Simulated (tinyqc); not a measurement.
Temperature and isotope dependence of a band gap in oscillator models, step by step. Values are carried at full precision from step to step, so a last printed digit may differ when a step is redone from the rounded ones.

E(T) = E0 - sum_i sl_i th_i n_i(T), n = 1/(exp(th/T) - 1). The same coupling lowers the gap at 0 K by the zero-point term ZP = sum_i sl_i th_i/2, so the gap of the static lattice is E0 + ZP. Thermal expansion is taken as part of the slopes.

Inputs chosen for the exercise (near those of GaP; not measured data): E0 = 2.326 eV (gap at 0 K); th = (143, 462) K (temperatures of two oscillators); sl = (0.1344, 0.3456) meV/K (their high-temperature slopes); T = 600 K (temperature); M = 50.32 u (mean atomic mass); dM = -1.55 u (change of the mean mass (not bounded by the natural isotopes)); T12 = (230, 510) K (temperatures of the fits).

## The gap at T

Give the occupations, the two terms, the gap, ZP and the static gap.

n_i: 3.71565  0.86224

terms (meV): 71.412  137.672

E(T) = 2.1169 eV
ZP = 89.44 meV
static gap = 2.4154 eV

The thermal fall, 209.1 meV, is larger than the zero-point term, 89.4 meV; the soft oscillator supplies 34 % of the fall but 11 % of ZP. A calculation with clamped ions should be compared with the static gap.

## Slope and asymptote

dE/dT = -sum sl_i (th_i/T)^2 n_i (1 + n_i). At high T, n -> T/th - 1/2, so E -> E0 + ZP - (sum sl_i) T. Give the slope, its ratio to the limit, and the value at 0 K of the tangent drawn at T.

dE/dT = -0.4628 meV/K
ratio to the limiting slope = 0.9641
intercept of the tangent = 2.3946 eV
intercept - E0 = 68.59 meV

The tangent recovers 77 % of ZP: the extrapolation works only from T well above the higher oscillator (462 K).

## Isotope effect

With M -> M + dM the oscillator temperatures scale as M^(-1/2) and the slopes stay. Give th, ZP, E0 (static gap fixed) and E(T) for the new mass, and the linear rule dE0 = ZP dM/(2 M).

th (K): 145.25  469.28

ZP = 90.853 meV
shift of E0 = -1.410 meV
linear rule = -1.378 meV
shift of E(T) = -0.331 meV

The lighter crystal has the narrower gap. At 600 K 23 % of the shift at 0 K is left; it fades at high T, where the motion is classical and the mean-square amplitude no longer depends on mass.

## Two common fits

Two-parameter forms are made to pass through the falls at the two temperatures T12: Varshni aV T^2/(T + bV), from the line T^2/fall = (T + bV)/aV; one oscillator s1 t1/(exp(t1/T) - 1), with t1 from the ratio of the falls.

Give the falls and the parameters.

falls (meV): 47.0327  167.6969

aV = 0.6569 meV/K
bV = 509 K
t1 = 338.9 K
s1 = 0.4669 meV/K
ZP of the one-oscillator fit = 79.1 meV

The limiting slope of the model is 0.4800 meV/K; Varshni puts it +37 % off and one oscillator -3 %. The ZP of the fit differs from the true one by -10.3 meV.

## Checks

- Slope by finite differences against the formula (meV/K): both 0.46278.
- Fall at 20 times the higher oscillator temperature against the asymptote (meV): 4346.4 against 4345.8.

Run: tinyqc, `OMP_NUM_THREADS=1 python tinyqc.py 1880444 1880445 out.jsonl`; Intel(R) Xeon(R) Processor @ 2.30GHz, one thread, shared host; about 0.01 s of CPU time with all checks.
